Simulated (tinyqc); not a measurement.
Luttinger-Kohn k.p, four valence bands, step by step. Computed by tinyqc, a small Python program that keeps every step. Settings: g1 = 15.53, g2 = 4.24, g3 = 5.4. Command: `OMP_NUM_THREADS=1 python tinyqc.py 28407 28408 out.jsonl` (the two numbers bound the seeds that draw the settings). One thread of a shared host (Intel(R) Xeon(R) Processor @ 2.60GHz), about 0.01 s of CPU time with the checks.

## Bloch Hamiltonian at k

Luttinger parameters chosen for this model; energies are counted downward from the top of the valence band:
```
parameter      value  unit
g1         15.530000
g2          4.240000
g3          5.400000
```

k point k (1/angstrom): [0.0070, -0.0200, -0.0090]

P = c g1 k^2, Q = c g2 (kx^2 + ky^2 - 2 kz^2), R = c sqrt3 [-g2 (kx^2 - ky^2) + 2i g3 kx ky], S = 2 c sqrt3 g3 (kx - i ky) kz, c = hbar^2/2m = 3.809982 eV angstrom^2; rows [P+Q, -S, R, 0], [-S*, P-Q, 0, R], [R*, 0, P-Q, S], [0, R*, S*, P+Q]. The path ends lie at |k| = 0.08 1/angstrom.

H(k) at k (eV), order 3/2, 1/2, -1/2, -3/2:
```
[[0.0360, 0.0045+0.0128i, 0.0098-0.0100i, 0.0000],
 [0.0045-0.0128i, 0.0267, 0.0000, 0.0098-0.0100i],
 [0.0098+0.0100i, 0.0000, 0.0267, -0.0045-0.0128i],
 [0.0000, 0.0098+0.0100i, -0.0045+0.0128i, 0.0360]]
```

## Levels at k

Diagonalise the Hermitian matrix.

eigenvalues (eV): [0.0113, 0.0113, 0.0514, 0.0514]

## Bands along a path

The same steps at evenly spaced points between the labelled ones.

Bands along the path (eV):
```
k             band 1  band 2  band 3  band 4
[111]         0.1153  0.1153  0.6420  0.6420
[111]-G 0.20  0.0738  0.0738  0.4109  0.4109
[111]-G 0.40  0.0415  0.0415  0.2311  0.2311
[111]-G 0.60  0.0185  0.0185  0.1027  0.1027
[111]-G 0.80  0.0046  0.0046  0.0257  0.0257
G             0.0000  0.0000  0.0000  0.0000
G-[100] 0.20  0.0069  0.0069  0.0234  0.0234
G-[100] 0.40  0.0275  0.0275  0.0937  0.0937
G-[100] 0.60  0.0619  0.0619  0.2108  0.2108
G-[100] 0.80  0.1100  0.1100  0.3747  0.3747
[100]         0.1719  0.1719  0.5855  0.5855
```

## Hole masses

E = c [g1 k^2 -/+ 2 sqrt(g2^2 k^4 + 3 (g3^2 - g2^2)(kx^2 ky^2 + ky^2 kz^2 + kz^2 kx^2))] with c = hbar^2/2m, and m* = hbar^2 k^2 / (2 E).

Masses (electron masses):
```
direction   heavy   light
[100]      0.1418  0.0416
[110]      0.1901  0.0388
[111]      0.2114  0.0380
```
